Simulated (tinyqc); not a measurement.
Self-consistent Fermi level with native defects, at growth and after a quench: one step, computed by the program tinyqc. Command: `OMP_NUM_THREADS=1 python tinyqc.py 3013794 3013795 out.jsonl scfermi walk`. One thread of a shared host (Intel(R) Xeon(R) Processor @ 2.30GHz), about 0.04 s of CPU time with the checks.

Energies are counted from the top of the valence band (VBM); when the gap shrinks with temperature the conduction band moves and the levels stay. D and A draw on one reservoir with opposite signs, as the two vacancies of a compound do.

Question. Bands at growth. E_g(T) = E_g - slope x max(0, T - 300 K). N_c = 2 M_c (2 pi m_e k_B T/h^2)^(3/2) and N_v = 2 (2 pi m_h k_B T/h^2)^(3/2), masses in units of m_0. At growth T = T_g.

Inputs (values chosen for the exercise, for a model semiconductor):

| quantity | value | unit |
|---|---|---|
| gap E_g at 300 K | 1.29 | eV |
| slope -dE_g/dT above 300 K | 0.00044 | eV/K |
| electron mass m_e | 0.0865 | m_0 |
| valleys M_c | 1 | - |
| hole mass m_h | 0.676 | m_0 |
| growth temperature T_g | 969 | K |

Added shallow dopant: none.

Constants: m_0 = 9.1093837015e-31 kg; k_B = 1.380649e-23 J/K; h = 6.62607015e-34 J s; k_B = 8.617333262e-05 eV/K.

Give: E_g(T_g); N_c(T_g); N_v(T_g); k_B T_g.

Answer.

E_g(T_g) = 0.99564 eV

N_c(T_g) = 3.7060e+18 cm^-3

N_v(T_g) = 8.0965e+19 cm^-3

k_B T_g = 0.083502 eV
